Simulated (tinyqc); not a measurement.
Shrinking the pitch: stress in a transistor channel from embedded alloy regions, liners and fins, by half-space elasticity. Computed by tinyqc, a small Python program. Command: `OMP_NUM_THREADS=1 python tinyqc.py 3020197 3020198 out.jsonl stressor walk`. One thread of a shared host (Intel(R) Xeon(R) Processor @ 2.30GHz), about 0.01 s of CPU time with the checks.

Plane strain in an isotropic half-space, the same constants everywhere; x along the channel from its centre, y downwards from the free surface; stress is positive in tension.

Inputs (values chosen for the exercise, modelled on silicon): alloy fraction x = 0.024; lattice change per unit x, beta = -0.46; Young's modulus E = 167 GPa; Poisson ratio nu = 0.28; channel length L = 108 nm; length of each stressor S = 110 nm; recess depth d = 50 nm; depth of the field point y = 2.8 nm.

Stressor: Si(1-x)C(x) source and drain.

Method:
- Misfit e = beta x. A fully constrained inclusion holds the stress -p with p = E e/(1 - 2 nu); a blanket film would hold -E e/(1 - nu) in the plane.
- A line element dA of misfit at (a, c) in the half-space gives, with C = E e/(2 pi (1 - nu)), X = x - a, r1^2 = X^2 + (y - c)^2, r2^2 = X^2 + Y^2, Y = y + c: s_xx = -C dA {[X^2 - (y - c)^2]/r1^4 + 3 [X^2 - Y^2]/r2^4 + 4 y Y (Y^2 - 3 X^2)/r2^6}, s_yy = C dA {[X^2 - (y - c)^2]/r1^4 - [X^2 - Y^2]/r2^4 + 4 y Y (Y^2 - 3 X^2)/r2^6}. These are integrated over two rectangles, L/2 < |a| < L/2 + S, 0 < c < d (closed form in a, 200 Gauss-Legendre points in c).
- L and S are scaled together at fixed d, then S alone, then L alone.

misfit e = -0.01104

S_xx at the centre (MPa):
```
scale  L and S scaled  S alone  L alone
0.35           1258.0    761.5   2325.4
0.50           1488.6    966.6   2108.9
0.70           1526.6   1173.9   1795.4
1.00           1393.4   1393.4   1393.4
1.40           1168.5   1586.5   1011.3
2.00            904.9   1765.7    664.6
3.00            640.6   1931.3    379.1
```

What does the comparison show, and why?

Halving S alone keeps 0.69 of the stress, halving L alone gives 1.51, and halving both 1.07: a shorter channel brings the walls closer, a shorter stressor brings its far wall, which pulls the other way, closer too. Neighbouring devices are left out.
